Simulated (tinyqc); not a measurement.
Charge control and current of a heterostructure field-effect transistor: one step, computed by the program tinyqc.

Two subbands in a triangular well; E_F is counted from the conduction band edge of the channel at the interface.

Problem. Threshold and barrier capacitance. Threshold V_T = phi_B - dE_c - sigma d/(eps eps_0) (in volts); C_b = eps eps_0/d.

Inputs (values chosen for the exercise, modelled on AlGaN/GaN):
```
quantity                                  value    unit
permittivity eps (barrier and channel)     9.76       -
barrier thickness d                          16      nm
Schottky barrier phi_B                      1.4      eV
conduction band offset dE_c                0.38      eV
polarisation charge sigma/e             1.3e+13  1/cm^2
```

Charge source: polarisation. Velocity law: smooth.

Constants: e = 1.602176634e-19 C; eps_0 = 8.8541878128e-12 F/m.

Give: threshold voltage V_T; barrier capacitance C_b.

Solution.

threshold voltage V_T = -2.836 V

barrier capacitance C_b = 0.5401 microfarad/cm^2

The device is normally on.
